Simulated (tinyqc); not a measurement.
# AlGaN/GaN HEMT with access regions, lumped model: several studies

A polarisation-induced electron sheet under a Schottky gate, in series with two ungated access regions and contacts. Drift law v = mu E/(1 + mu E/vs) under the gate. Currents in mA/mm, resistances in ohm mm. No self-heating, no channel-length modulation; fits for polarisation, barrier and offset are chosen for the exercise.

Inputs (values chosen for the exercise); values close to those of AlGaN/GaN structures: aluminium share of the barrier x = 0.29; barrier thickness d = 15 nm; relative permittivity of barrier and channel eps_r = 9.1; channel mobility mu = 1200 cm^2/(V s); saturation velocity vs = 1.5e7 cm/s; gate length Lg = 0.15 um; source access length Ls = 1 um; drain access length Ld = 8 um; resistance of each contact Rc = 0.57 ohm mm; share of the drain-access electrons removed by traps ft = 0.5; gate voltage Vg = 0 V; critical field Ec = 3 MV/cm; depth over which the depleted charge spreads te = 0.48 um; insulator under the field plate tf = 300 nm; relative permittivity of that insulator ei = 3.9.

Constants: q = 1.602176634e-19 C, eps0 = 8.8541878128e-14 F/cm where lengths are in cm. Results are converted to the units shown.

Each table varies one quantity; the others keep the values above.

## Field plate: effect of the aluminium share of the barrier

sigma = (5e13 x + 1.6e13 x^2) cm^-2, phiB = 0.84 + 1.3 x, dEc = 0.7 (1.71 x + x^2) in volts, Cb = eps0 eps_r/d, VT = phiB - dEc - q sigma/Cb, access density n0 = -Cb VT/q. Off state: a depleted stretch that holds the voltage V has the peak field sqrt(k V), k = 2 q n0/(eps0 eps_r te), so one edge holds V1 = Ec^2/k. The sheet under the plate pinches off at Vf = q n0 (1/Cb + tf/(eps0 ei)); beyond it the gate edge is screened. BV = V1 if Vf >= V1, else Vf + V1, and at most Ec Ld.

The same in every row: Ec Ld (V) = 2400.

Field plate: effect of the aluminium share of the barrier:

| x | Vf (V) | V1 (V) | BV (V) |
|---|---|---|---|
| 0.14 | 63.91 | 241.7 | 305.6 |
| 0.18 | 95.49 | 161.7 | 257.2 |
| 0.22 | 127.9 | 120.8 | 120.8 |
| 0.26 | 161.1 | 95.84 | 95.84 |
| 0.3 | 195.2 | 79.11 | 79.11 |
| 0.34 | 230.1 | 67.11 | 67.11 |
| 0.38 | 265.9 | 58.08 | 58.08 |

What does the comparison show?

BV falls from 306 to 58.1 V. The plate helps (Vf < V1) in 2 of the 7 rows, and the access length caps BV in 0. More sheet charge lowers Ron but steepens the field, so V1 falls.

## Effect of the gate voltage

Access resistance R(L, n) = L/(q mu n sqrt(1 - (I/(q n vs))^2)); Rs = Rc + R(Ls, n0), Rd = Rc + R(Ld, (1 - ft) n0). Vg' = Vg - I Rs, Vd' = Vd - I (Rs + Rd); with u = Vg' - VT, Vc = vs Lg/mu and w the smaller of Vd' and Vc [sqrt(1 + 2 u/Vc) - 1] (0 if negative), the channel gives (mu Cb/Lg)(u w - w^2/2)/(1 + w/Vc). I equals that channel current. Isat is I at Vd = 10 V, gm = dIsat/dVg, Ron the limit of Vd/I at small Vd.

The same in every row: VT (V) = -3.915; n0 (cm^-2) = 1.313e13.

Results:

| Vg (V) | Ron (ohm mm) | Isat (mA/mm) | gm (mS/mm) |
|---|---|---|---|
| -3.5 | 8.436 | 93.58 | 300.9 |
| -2.1 | 8.004 | 584.3 | 373.8 |
| -1.4 | 7.969 | 848.9 | 381.0 |
| -0.6 | 7.946 | 1000 | 17.57 |
| 0.1 | 7.934 | 1007 | 5.323 |
| 0.8 | 7.925 | 1010 | 2.604 |
| 1.5 | 7.919 | 1011 | 1.549 |

Estimate the missing row, Vg = -2.8 V.

Computed row:

| Vg (V) | Ron (ohm mm) | Isat (mA/mm) | gm (mS/mm) |
|---|---|---|---|
| -2.8 | 8.085 | 327.9 | 355.9 |

With this row back in the table: As Vg goes from -3.5 to 1.5 V, Ron falls from 8.44 to 7.92 ohm mm, Isat rises from 93.6 to 1010 mA/mm and gm goes from 301 through a maximum of 381 (at Vg = -1.4 V among the rows listed) to 1.55 mS/mm. The ceiling Cb vs is 806 mS/mm. For Vg = -2.1 to 1.5 V the power passes 5 W/mm, where self-heating, left out here, lowers the current. For Vg = -0.6 to 1.5 V the gated channel is not yet saturated at 10 V, because the access regions take the voltage, and gm drops. At Vg = 1.5 V Vg comes within 0.2 V of phiB or passes it, so at low drain current, as for Ron, the Schottky gate would conduct.

## Effect of the source access length

Same model as above.

The same in every row: VT (V) = -3.915; n0 (cm^-2) = 1.313e13.

Results:

| Ls (um) | Ron (ohm mm) | Isat (mA/mm) | gm (mS/mm) |
|---|---|---|---|
| 0.1 | 7.579 | 1032 | 4.093 |
| 0.3 | 7.658 | 1027 | 4.446 |
| 0.6 | 7.777 | 1018 | 5.055 |
| 1 | 7.935 | 1006 | 6.054 |
| 2.5 | 8.530 | 961.8 | 13.67 |
| 4 | 9.124 | 911.4 | 51.87 |

Estimate the missing row, Ls = 1.5 um.

Computed row:

| Ls (um) | Ron (ohm mm) | Isat (mA/mm) | gm (mS/mm) |
|---|---|---|---|
| 1.5 | 8.134 | 991.7 | 7.722 |

With this row back in the table: As Ls goes from 0.1 to 4 um, Ron rises from 7.58 to 9.12 ohm mm, Isat falls from 1030 to 911 mA/mm and gm rises from 4.09 to 51.9 mS/mm. The ceiling Cb vs is 806 mS/mm. In every row the power passes 5 W/mm, where self-heating, left out here, lowers the current. In every row the gated channel is not yet saturated at 10 V, because the access regions take the voltage, and gm drops.

Numbers from tinyqc (`OMP_NUM_THREADS=1 python tinyqc.py 2570121 2570122 out.jsonl`; about 0.02 s on one thread of a shared Intel Xeon 2.30GHz).
